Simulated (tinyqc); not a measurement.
Isochronal anneals: hydrogen passivation of interface dangling bonds: competing passivation and dissociation with distributed barriers. Computed by tinyqc, a small Python program. Command: `OMP_NUM_THREADS=1 python tinyqc.py 3005486 3005487 out.jsonl passiv walk`. One thread of a shared host (Intel(R) Xeon(R) Processor @ 2.30GHz), about 0.02 s of CPU time with the checks.

P_b + H2 gives P_bH + H at the rate k_f [H2]; P_bH gives P_b + H at the rate k_d. All defects start unpassivated. E_f and E_d are Gaussian and independent.

Inputs (values chosen for the exercise, close to those used for P_b centres at the silicon-oxide interface):

| quantity | value | unit |
|---|---|---|
| passivation prefactor k_f0 | 3.8e-08 | cm^3/s |
| mean passivation barrier E_f | 1.61 | eV |
| spread sigma_f | 0.073 | eV |
| dissociation prefactor k_d0 | 1.9e+12 | 1/s |
| mean dissociation barrier E_d | 2.89 | eV |
| spread sigma_d | 0.082 | eV |
| H2 in the oxide per atm, solubility factor | 1.9e+18 | 1/(cm^3 atm) |
| hydrogen pressure p | 0.1 | atm |
| anneal time t | 4500 | s |

Constants: k_B = 8.617333262e-05 eV/K.

Method:
- [H2] = solubility factor x p; a = k_f0 [H2] exp(-E_f/(k_B T)), d = k_d0 exp(-E_d/(k_B T)). For one pair of barriers the active share is y = [d + a exp(-(a + d) t)]/(a + d).
- Temperatures in kelvin are T(C) + 273.15.
- Average y over both Gaussians with 40 x 40 Gauss-Hermite points.
- Minimise the averaged y over T between 150 and 900 C: find where ln y is equal at T - 0.05 and T + 0.05 C; T is rounded to 0.1 C.

best temperature = 481.3 C

Active share after the time t:

| T (C) | a (1/s) | d (1/s) | single barriers | distributed |
|---|---|---|---|---|
| 200 | 5.1233e-08 | 3.1318e-19 | 9.9977e-01 | 9.9887e-01 |
| 250 | 2.2313e-06 | 2.7407e-16 | 9.9001e-01 | 9.6800e-01 |
| 300 | 5.0305e-05 | 7.3558e-14 | 7.9742e-01 | 6.9613e-01 |
| 350 | 6.8790e-04 | 8.0470e-12 | 4.5250e-02 | 1.7653e-01 |
| 400 | 6.3782e-03 | 4.3826e-10 | 6.8713e-08 | 7.6045e-03 |
| 450 | 4.3463e-02 | 1.3733e-08 | 3.1596e-07 | 3.9774e-05 |
| 500 | 2.3107e-01 | 2.7561e-07 | 1.1927e-06 | 4.6552e-06 |
| 600 | 3.6787e+00 | 3.9611e-05 | 1.0768e-05 | 3.1211e-05 |
| 700 | 3.3161e+01 | 2.0509e-03 | 6.1843e-05 | 1.4559e-04 |
| 800 | 1.9842e+02 | 5.0886e-02 | 2.5639e-04 | 5.1778e-04 |

The distributed share is least at 500 C among these rows, 4.7e-6, and the search puts the optimum at 481.3 C. On the cold side defects with high E_f survive; on the hot side dissociation, with the larger barrier, gains on passivation with an energy E_d - E_f = 1.28 eV. In that row single barriers give 1.2e-6, so the spread raises the floor. Caution: atomic hydrogen, which both passivates and depassivates, and further passivation during cooling are left out. Caution: shares below about 1e-3 in these rows are formal; measured passivation levels off well above them.

Extremes, crossings and ranges named in words are read from the listed rows.
